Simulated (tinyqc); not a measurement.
## Surface Green function of a two-leg ladder, Sancho-Rubio decimation: effect of the broadening

A semi-infinite lead of cells 0, 1, 2, ... with H0 inside a cell and H1 = <cell i|H|cell i + 1>. One rung (site 1 on leg a, site 2 on leg b) is a cell; all hoppings enter with a minus sign. z = E + i eta.

Start with e_s = e = H0, a = H1, b = H1^dagger. Each round: g = (z - e)^(-1); e_s <- e_s + a g b; e <- e + a g b + b g a; a <- a g a; b <- b g b (all with the old a, b). Round k joins cells 2^k apart. Stop when the largest entry of the matrices a and b is below 1e-12 eV; g_s = (z - e_s)^(-1), bulk (z - e)^(-1), density of states -Im Tr/pi. The last column counts the steps of the plain recursion g <- (z - H0 - H1 g H1^dagger)^(-1), one cell a step from g = (z - H0)^(-1), until no entry changes by more than 1e-8 1/eV.

Inputs (values chosen for the exercise): energy E = 0.7 eV.

H0 (eV):
```
       1      2
1      0  -0.75
2  -0.75  -0.08
```

H1 (eV):
```
    1      2
1  -1      0
2   0  -1.25
```

Effect of the broadening:
```
eta (eV)  rounds  surface density of states (1/eV)  plain steps
0.3            8                            0.4301           70
0.1           10                            0.4744          212
0.04          11                            0.4892          532
0.02          12                            0.4943         1064
0.01          13                            0.4969         2130
0.004         14                            0.4984         5326
```

The rounds go from 8 to 14 and the plain steps from 70 to 5326. Inside a band the plain recursion needs a number of steps that grows as 1/eta, the decimation only as log2(1/eta). The density of states tends to 0.4995 1/eV as eta goes to zero; the first row is 14 % below that and the last 0.21 % below it.

Computed by the program tinyqc: `OMP_NUM_THREADS=1 python tinyqc.py 2680032 2680033 out.jsonl`, one thread of a shared Intel Xeon 2.30GHz, about 0.08 s for the whole run.
